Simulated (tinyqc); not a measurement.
Inside a calculation. Method: tight binding, honeycomb lattice. One step of it, computed by the program tinyqc.

Problem. Levels at k. Diagonalise the Hermitian matrix.

H(k) at k (eV):
```
                     A                    B
A             0.256903  -3.390671-3.685275i
B  -3.390671+3.685275i             0.149574
```

Give: eigenvalues; weights |c|^2 of the basis functions.

Solution.

eigenvalues (eV): -4.805  5.211

weights |c|^2 of the basis functions:
```
   band 1  band 2
A   0.495   0.505
B   0.505   0.495
```
